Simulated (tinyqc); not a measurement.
Hubbard chain of 2 sites, step by step. Computed by tinyqc, a small Python program that keeps every step. Settings: hopping = 0.59, U = 1.4, mixing = 0.2, iteration cap = 70. Command: `OMP_NUM_THREADS=1 python tinyqc.py 31609 31610 out.jsonl` (the two numbers bound the seeds that draw the settings). One thread of a shared host (Intel(R) Xeon(R) Processor @ 2.60GHz), about 0.1 s of CPU time with the checks. Later iterations appear only in the table of the cycle.

## Mean-field iteration 1

one-body matrix (hopping and site energies) (eV), order 1, 2:
```
[[-0.960000, -0.590000],
 [-0.590000, 0.550000]]
```

U = 1.400000 eV

electrons, up and down: [1, 1]

mixing = 0.200000

n(up) at the start (a guess, not normalised): [0.800000, 0.200000]

n(down) at the start (a guess): [0.200000, 0.800000]

H(up) = T + U n(down), H(down) = T + U n(up); fill the lowest levels; n(new) = n + mixing (n(out) - n); E = tr T (rho up + rho down) + U sum n_up n_down of the output.

levels, up (eV): [-0.819810, 1.809810]

levels, down (eV): [-0.183473, 1.173473]

energy = -1.226444 eV

n(up) after iteration 1: [0.829367, 0.170633]

n(down) after iteration 1: [0.309376, 0.690624]

## Mean-field iteration 2

As before.

levels, up (eV): [-0.684969, 1.674969]

levels, down (eV): [-0.164143, 1.154143]

energy = -1.253300 eV

n(up) after iteration 2: [0.850095, 0.149905]

n(down) after iteration 2: [0.392087, 0.607913]

## Mean-field iteration 3

As before.

levels, up (eV): [-0.586239, 1.576239]

levels, down (eV): [-0.151726, 1.141726]

energy = -1.271853 eV

n(up) after iteration 3: [0.863876, 0.136124]

n(down) after iteration 3: [0.454624, 0.545376]

## Convergence

Each step fills the lowest levels of T + U n(other spin) and sets n(new) = n + mixing (n(out) - n); stop when output and input agree to 1e-8.

Course of the cycle:
```
iteration       E (eV)  largest |n(out) - n(in)|  mean |n_up - n_down|
1          -1.22644364                  5.47e-01              0.199955
2          -1.25329991                  4.14e-01              0.210078
3          -1.27185330                  3.13e-01              0.214225
4          -1.28408210                  2.38e-01              0.213477
5          -1.29193842                  1.82e-01              0.209122
6          -1.29699295                  1.42e-01              0.202341
7          -1.30034226                  1.12e-01              0.194079
8          -1.30267829                  9.06e-02              0.185028
9          -1.30440851                  7.48e-02              0.175663
10         -1.30576312                  6.30e-02              0.166298
11         -1.30687027                  5.40e-02              0.157129
...                ...                       ...                   ...
60         -1.31442625                  1.73e-03              0.008312
61         -1.31442850                  1.63e-03              0.007828
62         -1.31443049                  1.53e-03              0.007372
63         -1.31443226                  1.44e-03              0.006943
64         -1.31443382                  1.35e-03              0.006539
65         -1.31443521                  1.28e-03              0.006158
66         -1.31443645                  1.20e-03              0.005799
67         -1.31443754                  1.13e-03              0.005462
68         -1.31443851                  1.06e-03              0.005144
69         -1.31443937                  1.00e-03              0.004844
70         -1.31444013                  9.43e-04              0.004562
```

Not converged within 70 iterations: the residual falls steadily but slowly, by a factor of about 0.94 a step. The lowest mean-field energy found from random starts is -1.31445 eV. Reruns (cap 100 unless said): mixing 0.5: converged in 100 (E = -1.31445); mixing 0.9: converged in 52 (E = -1.31445); the original settings with a cap of 400: converged in 261 (E = -1.31445).

## The many-body Hamiltonian

Basis: all placements (u, d, 2, 0 on each site), up operators ordered before down ones; hops carry the sign of the same-spin electrons passed.

H (eV), order 20, ud, du, 02:
```
[[-0.520000, -0.590000, -0.590000, 0.000000],
 [-0.590000, -0.410000, 0.000000, -0.590000],
 [-0.590000, 0.000000, -0.410000, -0.590000],
 [0.000000, -0.590000, -0.590000, 2.500000]]
```

## Exact diagonalisation (4 states)

Lowest levels of the sector, and the double occupancy of the lowest state.

lowest levels (eV): [-1.389594, -0.410000, 0.222274, 2.737320]

double occupancy per site = 0.245765
